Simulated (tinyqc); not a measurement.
## p-type polysilicon, carrier trapping at grain boundaries: effect of the doping

One-dimensional grains of size Lg, uniform ionised doping N, monovalent traps Qt at each boundary at a depth Et below (for electrons) or above (for holes) the band edge there, abrupt depletion of width W on each side of a boundary, Boltzmann statistics. xi is the distance from the band edge at the grain centre to the Fermi level. Trapped charge Qt/(1 + exp((xi + VB - Et)/Vt)) = 2 N W, barrier VB = q N W^2/(2 eps0 eps_r).

If the trap equation with xi = Vt ln(NB/N) has a root W < Lg/2, the grain is partly depleted; otherwise W = Lg/2 and the trap equation gives xi = Et - VB + Vt ln(Qt/(N Lg) - 1). N* = Qt/Lg. n0 = NB exp(-xi/Vt); mean density n0 (1 - 2 W/Lg) by charge balance in a partly depleted grain, and n0 (sqrt(pi)/2) erf(u)/u with u = sqrt(VB/Vt) in a fully depleted one; v = sqrt(kB T/(2 pi ms m0)); barrier resistivity Vt exp(VB/Vt)/(q fe n0 v Lg); grain resistivity (1 - 2 W/Lg)/(q n0 mug); effective mobility 1/(q mean density total resistivity). Rows with xi above 0.45 V, towards mid-gap, are left out, since the other carrier type is ignored.

Inputs (values chosen for the exercise); values of the order met in polycrystalline silicon:
- T = 300 K (temperature)
- eps_r = 11.7 (relative permittivity)
- NB = 2.65e19 cm^-3 (valence-band density of states at T)
- Lg = 26 nm (grain size)
- Qt = 1.2e12 cm^-2 (trap density of a grain boundary)
- Et = 0.41 eV (depth of the trap level from the majority band edge at the boundary)
- ms = 0.55 m0 (mass for thermionic emission)
- fe = 0.25 (correction factor of the emission rate)
- mug = 79 cm^2/(V s) (mobility inside the grains)

Constants: q = 1.602176634e-19 C, kB = 1.380649e-23 J/K, m0 = 9.1093837015e-31 kg, Vt = kB T/q, eps0 = 8.8541878128e-14 F/cm where lengths are in cm. Results are converted to the units shown.

Results:

| N (cm^-3) | N/N* | depleted share 2 W/Lg | VB (V) | xi (V) | mean density (cm^-3) | resistivity (ohm cm) | effective mobility (cm^2/(V s)) |
|---|---|---|---|---|---|---|---|
| 8.5e16 | 0.18417 | 1.0000 | 0.011108 | 0.43737 | 1.0400e12 | 88333 | 67.941 |
| 1.6e17 | 0.34667 | 1.0000 | 0.020910 | 0.40547 | 3.2095e12 | 37580 | 51.747 |
| 3.1e17 | 0.67167 | 1.0000 | 0.040513 | 0.35098 | 2.1995e13 | 9747.6 | 29.111 |
| 5.9e17 | 1.2783 | 0.78224 | 0.047181 | 0.098361 | 1.2848e17 | 0.74867 | 64.889 |
| 2.2e18 | 4.7667 | 0.20979 | 0.012654 | 0.064338 | 1.7385e18 | 0.079128 | 45.373 |
| 4.2e18 | 9.1000 | 0.10989 | 0.0066282 | 0.047621 | 3.7385e18 | 0.037800 | 44.167 |
| 8e18 | 17.333 | 0.057692 | 0.0034798 | 0.030963 | 7.5385e18 | 0.019093 | 43.364 |

Estimate the missing row, N = 1.1e18 cm^-3.

Computed row:

| N (cm^-3) | N/N* | depleted share 2 W/Lg | VB (V) | xi (V) | mean density (cm^-3) | resistivity (ohm cm) | effective mobility (cm^2/(V s)) |
|---|---|---|---|---|---|---|---|
| 1.1e18 | 2.3833 | 0.41958 | 0.025307 | 0.082257 | 6.3847e17 | 0.20728 | 47.162 |

With this row back in the table: As N goes from 8.5e16 to 8e18, VB goes from 0.0111 through a maximum of 0.0472 (at N = 5.9e17 among the rows listed) to 0.00348 V, the resistivity falls from 88300 to 0.0191 ohm cm and the effective mobility moves up and down between 29.1 and 67.9 cm^2/(V s). The steepest fall of the resistivity among the rows, as N^(-14.7), lies between N = 3.1e17 and 5.9e17 cm^-3; N* = 4.62e17 cm^-3. While the grain is fully depleted VB grows as N; once the traps are full it falls as 1/N. For N = 2.2e18, 4.2e18, 8e18 xi is under 2.5 Vt, where Boltzmann statistics begin to fail. For N = 8.5e16, 1.6e17, 1.1e18, 2.2e18, 4.2e18, 8e18 VB is below Vt, where abrupt depletion and thermionic emission are rough. For N = 5.9e17 the grain is near the changeover between partial and full depletion, within a few Debye lengths, where both limits are rough.

Numbers from tinyqc (`OMP_NUM_THREADS=1 python tinyqc.py 2830236 2830237 out.jsonl`; about 0.01 s on one thread of a shared Intel Xeon 2.30GHz).
